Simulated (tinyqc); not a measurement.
# Critical temperature from a phonon spectrum: McMillan, Allen-Dynes and the linearised Eliashberg equation, step by step

A worked calculation. Computed by tinyqc, a small Python program that keeps every step. Command: `OMP_NUM_THREADS=1 python tinyqc.py 3007462 3007463 out.jsonl eliashberg walk`. One thread of a shared host (Intel(R) Xeon(R) Processor @ 2.30GHz), about 0.01 s of CPU time with the checks. Intermediate numbers are printed to about 6 digits and carried at full precision; extremes and crossings named in words are read from the listed rows.

alpha^2 F(omega) = sum_i (lambda_i omega_i/2) delta(omega - omega_i), so that lambda = 2 int alpha^2 F/omega d omega = sum_i lambda_i.

Inputs (values chosen for the exercise, for a model metal):
```
quantity                                value  unit
peak energy omega_1                      33.9   meV
coupling lambda_1                       0.624     -
peak energy omega_2                      65.1   meV
coupling lambda_2                       0.856     -
Coulomb pseudopotential mu*              0.15     -
trial temperature                        75.2     K
Matsubara points N in the small matrix      5     -
```

Peaks in alpha^2 F: two.

Constants: k_B = 8.617333262e-05 eV/K.

## Moments of the spectrum

omega_log = exp(sum lambda_i ln omega_i / lambda); omega_rms = sqrt(sum lambda_i omega_i^2 / lambda).

lambda = 1.48

omega_log = 49.4426 meV

omega_rms = 54.1821 meV

## McMillan and Allen-Dynes

McMillan form: k_B T_c = (omega_log/1.2) exp[-1.04 (1 + lambda)/(lambda - mu* (1 + 0.62 lambda))]. Allen-Dynes multiplies it by f1 f2: f1 = [1 + (lambda/L1)^(3/2)]^(1/3), L1 = 2.46 (1 + 3.8 mu*); f2 = 1 + (omega_rms/omega_log - 1) lambda^2/(lambda^2 + L2^2), L2 = 1.82 (1 + 6.3 mu*) omega_rms/omega_log.

T_c, McMillan form = 54.9696 K

f1 = 1.07353

f2 = 1.01218

T_c, Allen-Dynes = 59.7304 K

The two corrections raise T_c by 8.7 %. Caution: a phonon-mediated T_c this high is known only in hydrides under high pressure.

## The small kernel at the trial temperature

Linearised Eliashberg equation at omega_n = (2n + 1) pi k_B T, n = 0..N-1: lambda(j) = sum_i lambda_i omega_i^2/(omega_i^2 + (2 pi j k_B T)^2); K_mn = lambda(m - n) + lambda(m + n + 1) - 2 mu*(N) - delta_mn [2m + 1 + lambda(0) + 2 sum_(j=1..m) lambda(j)], with 1/mu*(N) = 1/mu* + ln(omega_rms/omega_N), omega_N = (2N + 1) pi k_B T. T_c is where the largest eigenvalue rho of K is zero.

lambda(j), j = 0, 1, ...: 1.48000  0.87077  0.42593  0.23398  0.14384  0.09625  0.06854  0.05115  0.03956  0.03148

mu*(N) = 0.190562

K:
```
         1        2        3         4         5
1  -0.5104   0.9156   0.2788   -0.0033   -0.1410
2   0.9156  -4.8887   0.6335    0.1410   -0.0786
3   0.2788   0.6335  -7.8783    0.5582    0.0959
4  -0.0033   0.1410   0.5582  -10.3913    0.5292
5  -0.1410  -0.0786   0.0959    0.5292  -12.6987
```

## Largest eigenvalue of the small kernel

K is the kernel of the linearised Eliashberg equation on the Matsubara points omega_n = (2n + 1) pi k_B T; T_c is where its largest eigenvalue rho is zero. Diagonalise K; at rho = 0 the eigenvector c is the gap function Delta_n/omega_n up to a factor; away from it Delta_n/Delta_0 = (2n + 1) c_n/c_0 is only an estimate.

largest eigenvalue rho = -0.303482

Delta_n/Delta_0: 1.00000  0.62265  0.27187  0.03465  -0.10857

rho < 0: in this small matrix the trial temperature lies above T_c.

## Critical temperature from the full kernel

N is the smallest integer at or above 8 omega_max/(2 pi k_B T_AD), omega_max the highest peak and T_AD the Allen-Dynes value.

N used = 17

T_c, Eliashberg = 57.3237 K

k_B T_c/omega_log = 0.0999092

Allen-Dynes/Eliashberg = 1.04198

McMillan/Eliashberg = 0.958933

## Scaling the whole coupling

All lambda_i are multiplied by s. The last column is the large-lambda limit for mu* = 0, k_B T_c = 0.1827 omega_rms sqrt(lambda).

T_c (K):
```
s    lambda  McMillan  Allen-Dynes  Eliashberg  large-lambda limit
0.6   0.888    23.904       24.870      22.942             108.250
0.8   1.184    40.911       43.458      41.072             124.996
1.0   1.480    54.970       59.730      57.324             139.750
1.3   1.924    71.052       80.045      78.199             159.340
1.7   2.516    86.037      101.860     101.406             182.212
2.3   3.404   100.549      128.056     129.867             211.942
3.2   4.736   113.396      159.588     164.078             249.993
```

McMillan/Eliashberg runs from 1.04 at lambda = 0.89 to 0.69 at 4.74: the exponential form levels off at large lambda, while the true T_c keeps rising (exponent 0.71 between the last rows, tending to 1/2). Allen-Dynes stays within about 8 % over the table. The last row reaches 66 % of the mu* = 0 limit; with mu* above zero T_c stays below that line at any lambda.

## Isotope exponent

T_c ~ M^(-a). All omega_i scale as M^(-1/2) at fixed lambda, but mu* = mu/(1 + mu ln(E_F/omega)) changes: d mu*/d ln omega = mu*^2. In the McMillan form a = (1/2) [1 - 1.04 (1 + lambda)(1 + 0.62 lambda) mu*^2/(lambda - mu* (1 + 0.62 lambda))^2].

isotope exponent a = 0.460864

The Coulomb term lowers the exponent below 1/2: lighter ions raise the prefactor but also mu*.

Checks made by the program: one-point kernel at mu* = 0: rho = lambda(1) - 1 (relative difference below 1e-10); T_c against the Allen-Dynes fit (relative difference 4e-02).
